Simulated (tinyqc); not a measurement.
From results back to parameters: donor level screened by free carriers (Yukawa potential). Five cases, with inputs chosen for the exercise.

Problem. With Debye screening alone, ks^2 = 4 pi q n/(eps kB T), 1e18/cm^3 = 1e-6/angstrom^3. The converged binding was computed from a hidden density.

Potential -(q/(eps r)) exp(-ks r), q = e^2/(4 pi eps0). In units Ry* = Ry m/eps^2 and a* = a0 eps/m the problem is [-Laplacian - 2 exp(-x r)/r] psi = E psi with x = ks a*.

Converged values use 18 functions exp(-z r), z = 1.55^i, i = -11 to 6: S = 2/A^3, H = z_i z_j S - 2/(A + x)^2, A = z_i + z_j.

Constants: e^2/(4 pi eps0) = 14.39964547 eV angstrom; kB = 8.617333262e-05 eV/K.

Find: x; n.

Method. The binding in Ry* falls steadily with x, so bisection gives x; then n = (x/a*)^2 eps kB T/(4 pi q).

Case 1.

Values chosen (out of a larger set: near those of a donor in Si, with one mean mass; not measured data): eps = 11.4 (dielectric constant); T = 300 K (temperature).

Ry* = 32.978 meV
a* = 19.15 angstrom
binding = 10.9449 meV

Solution.

x = 0.463
n = 0.95 x 1e18/cm^3

Case 2.

Values chosen (out of a larger set: near those of a donor in GaN, with one mean mass; not measured data): eps = 9.5 (dielectric constant); T = 77 K (temperature).

Ry* = 31.659 meV
a* = 23.94 angstrom
binding = 17.3428 meV

Solution.

x = 0.275
n = 0.046 x 1e18/cm^3

Case 3.

Values chosen (out of a larger set: near those of a donor in Si, with one mean mass; not measured data): eps = 11.9 (dielectric constant); T = 300 K (temperature).

Ry* = 29.304 meV
a* = 20.65 angstrom
binding = 5.5007 meV

Solution.

x = 0.633
n = 1.6 x 1e18/cm^3

Case 4.

Values chosen (out of a larger set: near those of a donor in 4H SiC, with one mean mass; not measured data): eps = 9.9 (dielectric constant); T = 300 K (temperature).

Ry* = 55.250 meV
a* = 13.16 angstrom
binding = 10.6593 meV

Solution.

x = 0.626
n = 3.2 x 1e18/cm^3

Case 5.

Values chosen (out of a larger set: near those of a donor in 4H SiC, with one mean mass; not measured data): eps = 9.7 (dielectric constant); T = 77 K (temperature).

Ry* = 55.672 meV
a* = 13.33 angstrom
binding = 29.2986 meV

Solution.

x = 0.291
n = 0.17 x 1e18/cm^3

Computed by tinyqc, one run a case: `OMP_NUM_THREADS=1 python tinyqc.py N N+1 out.jsonl` with N = 1280282, 1280308, 1280362, 1280365, 1280378; one thread of a shared Intel(R) Xeon(R) Processor @ 2.30GHz, about 0.01 s a run at most.
